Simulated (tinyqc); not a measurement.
Worked calculation: UHF in the sto-3g basis, for BeH, spin multiplicity 2. One step of it, computed by the program tinyqc.

Task: Iteration 2: building the Fock matrix. J_ij = sum D_kl (ij|kl) with D = D(alpha) + D(beta), K_ij = sum D_kl (ik|jl) for each spin; F = H + J - K(s); E = tr D H + tr D J / 2 - 0.5 sum_s tr D(s) K(s) + E_nn.

D(alpha) after iteration 1, lower triangle:
```
            1Be 1s     1Be 2s    1Be 2px   1Be 2py   1Be 2pz     2H 1s
1Be 1s    1.041908
1Be 2s   -0.189725   0.811140
1Be 2px   0.009423   0.024554   0.001651
1Be 2py   0.094256  -0.283486  -0.028527  0.712349
1Be 2pz  -0.090437   0.243863  -0.002669  0.200770  0.208853
2H 1s    -0.047357   0.128976  -0.007712  0.295840  0.199285  0.211096
```

D(beta) after iteration 1, lower triangle:
```
            1Be 1s     1Be 2s    1Be 2px    1Be 2py   1Be 2pz     2H 1s
1Be 1s    1.032280
1Be 2s   -0.155690   0.688006
1Be 2px   0.010327   0.018580   0.000714
1Be 2py   0.062756  -0.122559  -0.002799   0.023062
1Be 2pz  -0.107672   0.333018   0.008522  -0.060458  0.162239
2H 1s    -0.071116   0.223541   0.005738  -0.040542  0.108867  0.073054
```

core Hamiltonian H = T + V (hartree), lower triangle:
```
            1Be 1s     1Be 2s    1Be 2px    1Be 2py    1Be 2pz      2H 1s
1Be 1s   -8.084260
1Be 2s   -1.988610  -2.318904
1Be 2px   0.000000   0.000000  -1.839684
1Be 2py   0.000000   0.000000   0.000000  -1.839684
1Be 2pz  -0.005442  -0.058354   0.000000   0.000000  -1.872971
2H 1s    -0.041676  -0.261838   0.000000   0.000000  -0.353667  -1.335127
```

Two-electron integrals (ij|kl) in chemists' order, unique and non-zero (hartree):
```
(11|11) 2.298831   (21|11) 0.392036   (21|21) 0.079539   (22|11) 0.570988
(22|21) 0.143041   (22|22) 0.417683   (31|31) 0.014607   (32|31) 0.021888
(32|32) 0.092265   (33|11) 0.569578   (33|21) 0.143083   (33|22) 0.417589
(33|33) 0.449859   (41|41) 0.014607   (42|41) 0.021888   (42|42) 0.092265
(43|43) 0.024249   (44|11) 0.569578   (44|21) 0.143083   (44|22) 0.417589
(44|33) 0.401360   (44|44) 0.449859   (51|51) 0.014607   (52|51) 0.021888
(52|52) 0.092265   (53|53) 0.024249   (54|54) 0.024249   (55|11) 0.569578
(55|21) 0.143083   (55|22) 0.417589   (55|33) 0.401360   (55|44) 0.401360
(55|55) 0.449859   (61|11) 0.007723   (61|21) 0.001580   (61|22) 0.002911
(61|33) 0.002887   (61|44) 0.002887   (61|51) 0.000175   (61|52) 0.000333
(61|55) 0.002961   (61|61) 0.000034   (62|11) 0.044022   (62|21) 0.011324
(62|22) 0.039675   (62|33) 0.037977   (62|44) 0.037977   (62|51) 0.001387
(62|52) 0.010751   (62|55) 0.043023   (62|61) 0.000258   (62|62) 0.008286
(63|31) 0.000628   (63|32) 0.003659   (63|53) 0.001513   (63|63) 0.000450
(64|41) 0.000628   (64|42) 0.003659   (64|54) 0.001513   (64|64) 0.000450
(65|11) 0.059113   (65|21) 0.015284   (65|22) 0.054963   (65|33) 0.052107
(65|44) 0.052107   (65|51) 0.002116   (65|52) 0.016377   (65|55) 0.060606
(65|61) 0.000353   (65|62) 0.012459   (65|65) 0.018864   (66|11) 0.217133
(66|21) 0.056347   (66|22) 0.215899   (66|33) 0.205425   (66|44) 0.205425
(66|51) 0.005435   (66|52) 0.056966   (66|55) 0.236526   (66|61) 0.001260
(66|62) 0.066009   (66|65) 0.102943   (66|66) 0.774606
```

nuclear repulsion = 0.86857154 hartree

Give: Coulomb J; exchange K(alpha); exchange K(beta); F(alpha); F(beta); total energy of this density.

Result:

Coulomb J (hartree), lower triangle:
```
         1Be 1s  1Be 2s  1Be 2px  1Be 2py  1Be 2pz  2H 1s
1Be 1s    6.112
1Be 2s    1.164   2.297
1Be 2px   0.002   0.009    2.270
1Be 2py  -0.013  -0.066   -0.002    2.306
1Be 2pz   0.023   0.132    0.000    0.008    2.306
2H 1s     0.024   0.231    0.000   -0.002    0.323  1.368
```

exchange K(alpha) (hartree), lower triangle:
```
         1Be 1s  1Be 2s  1Be 2px  1Be 2py  1Be 2pz  2H 1s
1Be 1s    2.324
1Be 2s    0.421   0.468
1Be 2px   0.010   0.014    0.106
1Be 2py   0.009  -0.117   -0.012    0.409
1Be 2pz  -0.012   0.132   -0.002    0.101    0.225
2H 1s     0.007   0.106   -0.001    0.060    0.118  0.238
```

exchange K(beta) (hartree), lower triangle:
```
         1Be 1s  1Be 2s  1Be 2px  1Be 2py  1Be 2pz  2H 1s
1Be 1s    2.308
1Be 2s    0.406   0.361
1Be 2px   0.009   0.011    0.078
1Be 2py   0.016  -0.054   -0.001    0.088
1Be 2pz  -0.008   0.173    0.004   -0.028    0.167
2H 1s     0.006   0.108    0.002   -0.016    0.087  0.125
```

F(alpha) (hartree), lower triangle:
```
         1Be 1s  1Be 2s  1Be 2px  1Be 2py  1Be 2pz   2H 1s
1Be 1s   -4.296
1Be 2s   -1.246  -0.489
1Be 2px  -0.007  -0.005    0.324
1Be 2py  -0.022   0.050    0.011    0.057
1Be 2pz   0.030  -0.058    0.002   -0.094    0.208
2H 1s    -0.025  -0.137    0.001   -0.062   -0.148  -0.206
```

F(beta) (hartree), lower triangle:
```
         1Be 1s  1Be 2s  1Be 2px  1Be 2py  1Be 2pz   2H 1s
1Be 1s   -4.280
1Be 2s   -1.230  -0.383
1Be 2px  -0.007  -0.003    0.352
1Be 2py  -0.029  -0.012    0.000    0.378
1Be 2pz   0.026  -0.100   -0.004    0.035    0.266
2H 1s    -0.024  -0.139   -0.002    0.014   -0.117  -0.093
```

total energy of this density = -14.51623 hartree
